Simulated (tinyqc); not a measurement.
Comparisons within one model: two electrons on one impurity (helium-like model). A value that a table varies takes the place of the one given here.

Units Ha* = 2 Ry m/eps^2 and a* = a0 eps/m. One electron is bound by Z^2/2. Two electrons in the singlet built from exp(-a r) and exp(-b r): S = 8 (ab)^(3/2)/(a + b)^3, h_aa = a^2/2 - Z a, h_bb alike, h_ab = S (ab/2 - Z (a + b)/2), J = ab (a^2 + 3ab + b^2)/(a + b)^3, K = 20 (ab)^3/(a + b)^5, E = (h_aa + h_bb + 2 S h_ab + J + K)/(1 + S^2). For a = b this is a^2 - 2 Z a + 5a/8. Real double donors are deeper, since the central cell is left out.

Constants: e^2/(4 pi eps0) = 14.39964547 eV angstrom.

Parameters, chosen for this exercise (near those of impurities in Si; shifted at random, so the results belong to these values and not to a real crystal):
```
symbol  value                                     unit      meaning
m       0.307                                     m0        one mean mass
eps     11.8                                                dielectric constant
Zs      (0.99, 1.05, 1.2, 1.49, 2.14, 2.69, 3.4)            charges
a_lat   5.431                                     angstrom  lattice constant
Eg      1.165                                     eV        gap
ED      42.3                                      meV       donor binding
EA      41.2                                      meV       acceptor binding
W0      1.5                                       x 1e7/s   rate at zero distance
kind    same                                                sublattices of donor and acceptor
shells  (44, 53, 58, 70, 148, 161, 363)                     shell numbers
```

## Effective charge

Ha* = 59.9964 meV

Binding of the first electron, of the second (-E - Z^2/2) with equal and with unequal orbitals, and U, the first less the second (unequal).

Results (meV):
```
Z     first  second, equal  second, unequal   a/b      U  U/(Z Ha*)
0.99   29.4          -1.86             0.61  3.79   28.8      0.485
1.05   33.1          -0.44             1.86  3.25   31.2      0.495
1.20   43.2           4.06             6.12  2.64   37.1      0.515
1.49   66.6          16.59            18.43  2.17   48.2      0.539
2.14  137.4          62.99            64.65  1.78   72.7      0.566
2.69  217.1         122.06           123.65  1.64   93.4      0.579
3.40  346.8         225.15           226.69  1.53  120.1      0.589
```

What does this show, and why?

Equal orbitals bind a second electron only above Z = (5/16)/(1 - 1/sqrt2) = 1.067; unequal ones do so in 7 of the 7 rows. Their gain is 2.47 meV in the first row and 1.54 in the last, while the second binding grows to 227 meV, so the gain decides the matter only near Z = 1. U grows almost linearly with Z: U/(Z Ha*) goes from 0.485 to 0.589, towards 5/8, while the first binding grows as Z^2. Angular correlation is left out: at Z = 1 this function binds the second electron by 0.0133 Ha*, half the exact 0.0278.

## Pair lines (donor-acceptor pair recombination)

h nu = Eg - ED - EA + q/(eps R), q = e^2/(4 pi eps0); shell j lies at R = a_lat sqrt(j/2) for the same sublattice and a_lat sqrt(j/2 - 5/16) for opposite ones (on the same sublattice shells 14, 30, 46, 56, 62, ... are empty, where 2j has the form 4^a (8b + 7)); rate W = W0 exp(-2R/aD) with the donor radius aD = q/(2 eps ED). Polarisation and overlap terms, which matter for close pairs, are left out.

Energy, rate and lifetime for each shell.

Lines:
```
shell  R (angstrom)  Coulomb (meV)  h nu (eV)  step to the next shell (meV)  1/W (microsecond)
44            25.47           47.9     1.1294                          0.54               2.28
53            27.96           43.6     1.1251                          0.41               3.22
58            29.25           41.7     1.1232                          0.36               3.85
70            32.13           38.0     1.1195                          0.27               5.74
148           46.72           26.1     1.1076                         0.088               43.4
161           48.73           25.0     1.1065                         0.077               57.3
363           73.17           16.7     1.0982                         0.023           1.70e+03
```

limit for distant pairs = 1.0815 eV
aD = 14.4 angstrom

What can be read from the table?

The lines crowd together, on average as R^-3: the step falls from 0.54 to 0.023 meV, so distant pairs merge into a band. Close pairs emit higher and 745 times faster over this table, so the band shifts to lower energy with delay and to higher energy with stronger pumping. All these lines lie below Eg, and R/aD runs from 1.8 up.

Program tinyqc; command `OMP_NUM_THREADS=1 python tinyqc.py 1250321 1250322 out.jsonl`; about 0.08 s on one thread of a shared Intel(R) Xeon(R) Processor @ 2.30GHz.
